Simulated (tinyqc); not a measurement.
Cluster expansion of a binary alloy: correlations, fit, cross-validation and ground states: one step, computed by the program tinyqc. Command: `OMP_NUM_THREADS=1 python tinyqc.py 3000337 3000338 out.jsonl clex walk`. One thread of a shared host (Intel(R) Xeon(R) Processor @ 2.30GHz), about 0.2 s of CPU time with the checks.

s = +1 for A and -1 for B. Energy per site E = J0 + J1 P(point) + sum over clusters of m V P, with P the mean product of spins; V > 0 on a pair favours unlike neighbours. Clusters per site m: pair 1 6, pair 2 3, pair 3 12, triplet 8; the triplet is the triangle of first neighbours. Formation energies are counted from the line between pure A and pure B, which removes J0 and J1.

Task: Normal equations for V1, V2, Vt. Leave out pair 3: A = X^T X and b = X^T E (E being the data with noise) over these three columns; solve A V = b. The root-mean-square error runs over the structures between the pure ends.

Lattice: fcc.

X:
```
                     pair 1    pair 2     pair 3   triplet
A                   0.00000   0.00000    0.00000   0.00000
A3B L1_2           -6.00000   0.00000  -12.00000  -8.00000
A3B D0_22          -6.00000  -1.00000   -8.00000  -8.00000
A3B (001) layers   -4.00000  -1.00000  -12.00000   0.00000
A2B (001) layers   -5.33333  -1.33333  -16.00000   0.00000
AB L1_0            -8.00000   0.00000  -16.00000   0.00000
AB L1_1            -6.00000  -6.00000  -12.00000   0.00000
A2B2 (001) layers  -4.00000  -2.00000  -16.00000   0.00000
AB2 (001) layers   -5.33333  -1.33333  -16.00000   0.00000
AB3 L1_2           -6.00000   0.00000  -12.00000   8.00000
AB3 D0_22          -6.00000  -1.00000   -8.00000   8.00000
AB3 (001) layers   -4.00000  -1.00000  -12.00000   0.00000
B                   0.00000   0.00000    0.00000   0.00000
```

data (meV/site): A 0.0000, A3B L1_2 -71.9647, A3B D0_22 -69.3153, A3B (001) layers -71.6386, A2B (001) layers -96.9254, AB L1_0 -124.9970, AB L1_1 -120.6176, A2B2 (001) layers -81.9924, AB2 (001) layers -97.8750, AB3 L1_2 -115.5646, AB3 D0_22 -114.1862, AB3 (001) layers -72.5441, B 0.0000

Give: matrix A; b; fitted V1, V2, Vt; root-mean-square error of the three-cluster fit.

Result:

matrix A:
```
       V1    V2     Vt
V1  348.9  78.2    0.0
V2   78.2  47.6    0.0
Vt    0.0   0.0  256.0
```

b (meV): 5894  1475  -708

fitted V1, V2, Vt (meV): 15.74  5.12  -2.76

root-mean-square error of the three-cluster fit = 5.584 meV/site
